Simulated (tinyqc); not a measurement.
## Dead time and true rate from two light levels

Question. A non-paralysable detector measures m = n/(1 + n td); dark counts are negligible. Find td and the true rate at the lower flux.

measured rates at a photon flux and at four times that flux (1/s): [2.1875000e7, 5.2830189e7]

Solution. 1/m = 1/n + td, so the difference of the inverse rates is 3/(4 n).

td = 10.00 ns
n = 2.800e7 1/s

Computed by the program tinyqc: `OMP_NUM_THREADS=1 python tinyqc.py 2630060 2630061 out.jsonl`, one thread of a shared Intel Xeon 2.30GHz, about 0.01 s for the whole run.
